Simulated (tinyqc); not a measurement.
## Dose and depth of a threshold implant

Inverse problem. A sheet of D acceptors per cm^2 lies at depth xi inside the depleted layer of a body doped Na. In the depletion approximation VT = Vfb + f2 + q D/Cox + gamma sqrt(f2 + Vsb - q D xi/(eps0 eps_r)), gamma = sqrt(2 eps0 eps_r q Na)/Cox, Cox = eps0 eox/tox. Find gamma, D and xi.

Values chosen for this exercise; band and dielectric values close to those of silicon: relative permittivity eps_r = 11.9; acceptor density deep in the body Na = 6.5e16 cm^-3; relative permittivity of the gate insulator (close to silicon nitride) eox = 7.34; insulator thickness tox = 5.1 nm; flat-band voltage Vfb = -0.75 V; band bending 2 phiF at threshold f2 = 0.818 V.

Constants: q = 1.602176634e-19 C, eps0 = 8.8541878128e-14 F/cm where lengths are in cm. Results are converted to the units shown.

VT against the source at Vsb = 0 and 1.3 V (V): 0.23203229  0.30286739

Answer. With y^2 = f2 - q D xi/(eps0 eps_r) and d the difference of the thresholds over gamma, sqrt(y^2 + Vsb) - y = d gives y = (Vsb - d^2)/(2 d). The first threshold then gives D, and y^2 gives xi.

gamma = 0.116 V^0.5
D = 6.00e11 cm^-2
xi = 26.0 nm

tinyqc, about 0.3 s, one thread, Intel Xeon 2.30GHz (shared host): `OMP_NUM_THREADS=1 python tinyqc.py 2080096 2080097 out.jsonl`
